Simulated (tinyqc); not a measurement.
## Gate voltage from the surface potential

Question. At the source end, Vgs + Vsb - Vfb - psi = gamma sqrt(G), G = psi - Vt + Vt exp((psi - 2 phiF - Vsb)/Vt), and the voltage over the insulator is gamma sqrt(G). Find that voltage and Vgs.

Inputs (values chosen for the exercise):

| symbol | value | unit | meaning |
|---|---|---|---|
| T | 273 | K | temperature |
| Vfb | -0.36 | V | flat-band voltage |
| Vsb | 2 | V | source-body reverse bias |

Constants: q = 1.602176634e-19 C, kB = 1.380649e-23 J/K, Vt = kB T/q. Results are converted to the units shown.

psi = 2.9569533 V
phiF = 0.43267148 V
gamma = 0.36252052 V^0.5

Solution. In this direction the relation is explicit: no iteration is needed.

voltage over the insulator = 0.733 V
Vgs = 1.33 V

Numbers from tinyqc (`OMP_NUM_THREADS=1 python tinyqc.py 2360086 2360087 out.jsonl`; about 0.03 s on one thread of a shared Intel Xeon 2.30GHz).
